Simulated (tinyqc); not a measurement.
Charge neutrality of a doped semiconductor with incomplete ionisation. Raising the compensation. Computed by tinyqc, a small Python program. Command: `OMP_NUM_THREADS=1 python tinyqc.py 3029949 3029950 out.jsonl dopant sweep`. One thread of a shared host (Intel(R) Xeon(R) Processor @ 2.30GHz), about 0.04 s of CPU time with the checks.

Energies are counted from the top of the valence band; E_D is measured down from the conduction band and E_A up from the valence band.

Inputs (values chosen for the exercise, modelled on germanium):
```
quantity,value,unit
gap at 0 K E_g0,0.738,eV
Varshni alpha,0.000464,eV/K
Varshni beta,230,K
electron mass m_e,0.226,m_0
valleys M_c,4,-
hole mass m_h,0.345,m_0
acceptor density N_A,4.4e+14,cm^-3
donor depth E_D,0.012,eV
acceptor depth E_A,0.0112,eV
donor degeneracy g_D,2,-
acceptor degeneracy g_A,4,-
temperature T,600,K
iteration cap,60,-
```

Doping: p-type, compensated. Statistics of the bands: Boltzmann. Solver: Newton steps on the logarithm. Start of Newton steps: intrinsic level E_i.

Constants: m_0 = 9.1093837015e-31 kg; k_B = 1.380649e-23 J/K; h = 6.62607015e-34 J s; k_B = 8.617333262e-05 eV/K.

Method:
- E_g = E_g0 - alpha T^2/(T + beta).
- N_c = 2 M_c (2 pi m_e k_B T/h^2)^(3/2) and N_v = 2 (2 pi m_h k_B T/h^2)^(3/2), masses in units of m_0.
- n_i = sqrt(N_c N_v) exp(-E_g/(2 k_B T)); E_i = E_g/2 + (k_B T/2) ln(N_v/N_c).
- n = N_c exp((E_F - E_g)/k_B T), p = N_v exp(-E_F/k_B T).
- N_D+ = N_D/(1 + g_D exp((E_F - E_g + E_D)/k_B T)).
- N_A- = N_A/(1 + g_A exp((E_A - E_F)/k_B T)).
- Neutrality: p + N_D+ = n + N_A-; the log ratio is ln[(p + N_D+)/(n + N_A-)].
- Newton steps from the start named, with the slope from a central difference of 1e-6 eV; the function is the log ratio y = ln[(p + N_D+)/(n + N_A-)]; the bracket -0.3 to E_g + 0.3 eV is narrowed by the sign of y at each step, and a step that would leave it is replaced by its midpoint; stop when |log ratio| < 1e-9.

One run for each value:
```
donor density N_D (cm^-3),majority density p (cm^-3),ionised share of the acceptors,distance of E_F from the majority band edge (eV)
4.40e+11,1.1685e+17,0.96121,0.24884
4.40e+12,1.1685e+17,0.96121,0.24885
2.20e+13,1.1684e+17,0.96121,0.24885
4.40e+13,1.1683e+17,0.96121,0.24885
8.80e+13,1.1681e+17,0.96122,0.24886
1.76e+14,1.1677e+17,0.96124,0.24888
2.64e+14,1.1672e+17,0.96125,0.24890
3.52e+14,1.1668e+17,0.96126,0.24892
4.18e+14,1.1665e+17,0.96127,0.24894
```

Describe the trends.

Over the rows, majority density p (cm^-3) falls from 1.1685e17 to 1.1665e17; ionised share of the acceptors rises from 0.961207 to 0.961273; distance of E_F from the majority band edge (eV) rises from 0.24884 to 0.24894.
